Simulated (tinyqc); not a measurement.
Heavy and light holes: cyclotron masses of warped hole bands.

Inputs chosen for the exercise (near those of Ge; not measured data):

| symbol | value | unit | meaning |
|---|---|---|---|
| g1 | 13.46 |  | Luttinger gamma1 |
| g2 | 4.21 |  | gamma2 |
| g3 | 5.65 |  | gamma3 |
| ths | (0, 20, 35, 50, 65, 80, 90) | degrees | angles |

E = c k^2 f(n) with f = g1 -/+ 2 sqrt(g2^2 + 3 (g3^2 - g2^2)(nx^2 ny^2 + ny^2 nz^2 + nz^2 nx^2)). For the orbit through k = 0 perpendicular to b = (sin(theta)/sqrt2, sin(theta)/sqrt2, cos(theta)), mc is the mean of 1/f over the directions n in that plane (180 evenly spaced angles). Quantum effects of the lowest levels are left out.

Cyclotron masses (m0):

| theta (degrees) | heavy | light |
|---|---|---|
| 0 | 0.2681 | 0.0435 |
| 20 | 0.2942 | 0.0428 |
| 35 | 0.3340 | 0.0420 |
| 50 | 0.3554 | 0.0415 |
| 65 | 0.3540 | 0.0416 |
| 80 | 0.3497 | 0.0419 |
| 90 | 0.3488 | 0.0421 |

What can be read from this table?

The heavy mass varies by 33 % over the table, with its largest listed value at 50 degrees ([111] lies at 54.7) and its smallest at 0; the light mass varies by 4.8 %. The warping term enters both with the same size, but it is set against a small inverse mass in one and a large one in the other (along [111], g1 - 2 g3 = 2.16 and g1 + 2 g3 = 24.76).

Run: tinyqc, `OMP_NUM_THREADS=1 python tinyqc.py 1251290 1251291 out.jsonl`; Intel(R) Xeon(R) Processor @ 2.30GHz, one thread, shared host; about 0.01 s of CPU time with all checks.
